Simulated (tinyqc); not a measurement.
# Metal-interlayer-semiconductor contact, depinning against tunnelling resistance: two studies

Zero bias, n-type semiconductor. Gap states at the semiconductor surface thin out as exp(-be ti), which unpins the barrier; electrons must then cross the interlayer (a rectangular barrier, no voltage drop across it) and the parabolic depleted layer, both by WKB. Energies E are counted from the Fermi level; no image force, parabolic bands.

Values chosen for this exercise; semiconductor values close to those of gallium nitride; interlayer mass of the order of that in aluminium oxide, offset chosen freely: temperature T = 400 K; band gap Eg = 3.47 eV; relative permittivity eps_r = 9.63; electron affinity chi = 4.08 eV; conduction-band density of states at T Nc = 3.54e18 cm^-3; tunnelling mass in the semiconductor mt = 0.206 m0; Richardson mass mA = 0.202 m0; donor density Nd = 1.1e19 cm^-3; charge-neutrality level above the valence band E0 = 2.3 eV; pinning factor without interlayer S0 = 0.58; metal work function phiM = 4.09 eV; interlayer thickness ti = 0.3 nm; conduction-band offset of the interlayer above the semiconductor dE = 2.55 eV; tunnelling mass in the interlayer mi = 0.34 m0; decay constant of gap states through the interlayer be = 5.2 1/nm.

Constants: q = 1.602176634e-19 C, kB = 1.380649e-23 J/K, eps0 = 8.8541878128e-12 F/m, hbar = 1.054571817e-34 J s, h = 6.62607015e-34 J s, m0 = 9.1093837015e-31 kg, Vt = kB T/q, hbar^2/(2 m0) = 0.0380998212 eV nm^2. Results are converted to the units shown.

Each table varies one quantity; the others keep the values above.

## Contact resistivity against the interlayer thickness

S = 1/(1 + (1/S0 - 1) exp(-be ti)); phiB = S (phiM - chi) + (1 - S)(Eg - E0); xi = Ec - EF deep inside, from Nd = Nc F(-xi/Vt), F(x) = (2/sqrt(pi)) int_0^infinity sqrt(u) du/(1 + exp(u - x)); band bending U = phiB - xi; E00 = (hbar/2) sqrt(Nd/(eps0 eps_r mt m0)) in volts; A = 4 pi q mA m0 kB^2/h^3. With U = phiB - xi: for xi < E < phiB, y = (E - xi)/U and G1 = (U/E00) [sqrt(1 - y) - y ln((1 + sqrt(1 - y))/sqrt(y))], G1 = 0 above phiB; G2 = 2 ti sqrt(mi max(phiB + dE - E, 0)/C), C = hbar^2/(2 m0); f = 1/(1 + exp(E/Vt)); 1/rho_c = (A T^2/Vt^2) times the integral of exp(-G1 - G2) f over E from xi upwards. Shares under 0.001 % are printed as 0; rows without band bending are left out.

The same in every row: E00/Vt = 1.27.

Result of one run:

| ti (nm) | S | phiB (eV) | rho_c (ohm cm^2) | rho_c with G2 = 0 (ohm cm^2) | peak of the integrand (eV) | share above phiB (%) |
|---|---|---|---|---|---|---|
| 2.4 | 1.00 | 0.0100 | 52.7 | 5.93e-9 | -0.00296 | 45.9 |

What becomes of these results when the interlayer thickness ti is changed from 2.4 to 0.4 nm, all else the same?

Result of the changed run:

| ti (nm) | S | phiB (eV) | rho_c (ohm cm^2) | rho_c with G2 = 0 (ohm cm^2) | peak of the integrand (eV) | share above phiB (%) |
|---|---|---|---|---|---|---|
| 0.4 | 0.917 | 0.106 | 8.56e-7 | 1.79e-8 | 0.0241 | 9.77 |

The whole series:

| ti (nm) | S | phiB (eV) | rho_c (ohm cm^2) | rho_c with G2 = 0 (ohm cm^2) | peak of the integrand (eV) | share above phiB (%) |
|---|---|---|---|---|---|---|
| 0 | 0.580 | 0.497 | 1.15e-5 | 1.15e-5 | 0.0991 | 0.0706 |
| 0.4 | 0.917 | 0.106 | 8.56e-7 | 1.79e-8 | 0.0241 | 9.77 |
| 0.8 | 0.989 | 0.0230 | 1.41e-5 | 6.68e-9 | -0.00184 | 33.9 |
| 1.2 | 0.999 | 0.0116 | 5.73e-4 | 6.02e-9 | -0.00586 | 40.6 |
| 1.6 | 1.00 | 0.0102 | 0.0257 | 5.94e-9 | -0.00533 | 42.8 |
| 2 | 1.00 | 0.0100 | 1.16 | 5.94e-9 | -0.00417 | 44.4 |
| 2.4 | 1.00 | 0.0100 | 52.7 | 5.93e-9 | -0.00296 | 45.9 |
| 2.8 | 1.00 | 0.0100 | 2.39e3 | 5.93e-9 | -0.00176 | 47.4 |
| 3.2 | 1.00 | 0.0100 | 1.08e5 | 5.93e-9 | -5.82e-4 | 48.9 |

As ti goes from 0 to 3.2, phiB falls from 0.497 to 0.0100 eV and rho_c goes from 1.15e-5 through a minimum of 8.56e-7 (at ti = 0.4 among the rows listed) to 1.08e5 ohm cm^2. At ti = 0.4 nm rho_c is 13.5 times lower than without interlayer: up to there the falling barrier gains more than tunnelling through the layer costs, beyond it the layer dominates. The ratio of rho_c to its value with G2 = 0 runs from 1.00 to 1.82e13.

## Contact resistivity against the decay constant of gap states through the interlayer

Same model as above.

The same in every row: E00/Vt = 1.27.

Result of one run:

| be (1/nm) | S | phiB (eV) | rho_c (ohm cm^2) | rho_c with G2 = 0 (ohm cm^2) | peak of the integrand (eV) | share above phiB (%) |
|---|---|---|---|---|---|---|
| 7 | 0.919 | 0.104 | 3.17e-7 | 1.74e-8 | 0.0231 | 9.83 |

What becomes of these results when the decay constant of gap states through the interlayer be is changed from 7 to 8 1/nm, all else the same?

Result of the changed run:

| be (1/nm) | S | phiB (eV) | rho_c (ohm cm^2) | rho_c with G2 = 0 (ohm cm^2) | peak of the integrand (eV) | share above phiB (%) |
|---|---|---|---|---|---|---|
| 8 | 0.938 | 0.0815 | 2.33e-7 | 1.29e-8 | 0.0168 | 13.8 |

The whole series:

| be (1/nm) | S | phiB (eV) | rho_c (ohm cm^2) | rho_c with G2 = 0 (ohm cm^2) | peak of the integrand (eV) | share above phiB (%) |
|---|---|---|---|---|---|---|
| 1 | 0.651 | 0.415 | 5.48e-5 | 2.66e-6 | 0.0868 | 0.213 |
| 2 | 0.716 | 0.340 | 1.44e-5 | 7.20e-7 | 0.0723 | 0.493 |
| 3 | 0.773 | 0.274 | 4.58e-6 | 2.35e-7 | 0.0596 | 1.07 |
| 4 | 0.821 | 0.218 | 1.79e-6 | 9.42e-8 | 0.0485 | 2.12 |
| 5 | 0.861 | 0.171 | 8.54e-7 | 4.57e-8 | 0.0389 | 3.88 |
| 6 | 0.893 | 0.134 | 4.84e-7 | 2.63e-8 | 0.0305 | 6.45 |
| 7 | 0.919 | 0.104 | 3.17e-7 | 1.74e-8 | 0.0231 | 9.83 |
| 8 | 0.938 | 0.0815 | 2.33e-7 | 1.29e-8 | 0.0168 | 13.8 |

As be goes from 1 to 8, phiB falls from 0.415 to 0.0815 eV and rho_c falls from 5.48e-5 to 2.33e-7 ohm cm^2. The ratio of rho_c to its value with G2 = 0 runs from 20.6 to 18.0.

Computed by the program tinyqc: `OMP_NUM_THREADS=1 python tinyqc.py 2270060 2270061 out.jsonl`, one thread of a shared Intel Xeon 2.30GHz, about 0.02 s for the whole run.
